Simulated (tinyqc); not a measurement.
Enthalpies against pressure: pressure-driven transition between two phases with analytic equations of state. Computed by tinyqc, a small Python program. Command: `OMP_NUM_THREADS=1 python tinyqc.py 3015703 3015704 out.jsonl transition walk`. One thread of a shared host (Intel(R) Xeon(R) Processor @ 2.30GHz), about 0.03 s of CPU time with the checks.

Each phase obeys E = E0 + (B0 V/B') [(V0/V)^B'/(B' - 1) + 1] - B0 V0/(B' - 1), P = (B0/B') [(V0/V)^B' - 1]; E0 = 0 for phase 1 and Delta E0 for phase 2. H = E + P V.

Inputs (values chosen for the exercise, for two model phases): volume V0 of phase 1 = 21.6 angstrom^3/atom; B0 of phase 1 = 101 GPa; B' of phase 1 = 4.56; volume V0 of phase 2 = 19.5 angstrom^3/atom; B0 of phase 2 = 139 GPa; B' of phase 2 = 3.77; energy of phase 2 above phase 1, Delta E0 = 0.33 eV/atom.

Equation of state: Murnaghan.

Constants: 1 eV/angstrom^3 = 160.2176634 GPa.

Method. Start from P = Delta E0/(V0 of phase 1 - V0 of phase 2); at each P solve P(V) = P for both phases and step P(new) = P - (H_2 - H_1)/(V_2 - V_1); stop when |H_2 - H_1| < 1e-10 eV. At the zero-temperature transition the volume change is V_2/V_1 - 1 and the work is P (V_1 - V_2). For each P solve P(V) = P in both phases.

transition pressure = 35.5537 GPa

V_1 at the transition = 17.5090 angstrom^3

V_2 at the transition = 16.3027 angstrom^3

Both phases:
```
P (GPa)  V_1 (angstrom^3)  V_2 (angstrom^3)  H_2 - H_1 (meV/atom)   stable
0.0                21.600            19.500                330.00  phase 1
8.9                20.058            18.413                227.55  phase 1
18.0               18.959            17.548                141.48  phase 1
27.0               18.136            16.855                 66.23  phase 1
33.0               17.684            16.459                 19.37  phase 1
38.0               17.350            16.160                -18.29  phase 2
46.0               16.882            15.730                -76.69  phase 2
57.0               16.337            15.219               -154.48  phase 2
```

What follows from these numbers?

H_2 - H_1 changes with slope V_2 - V_1, from -2.100 to -1.118 angstrom^3 per atom over the table, and passes zero at 35.55 GPa. An error of 10 meV per atom in Delta E0 moves the transition by about 1.33 GPa. Caution: the pressure is a large share of B0, where the result depends on the form of the equation of state.
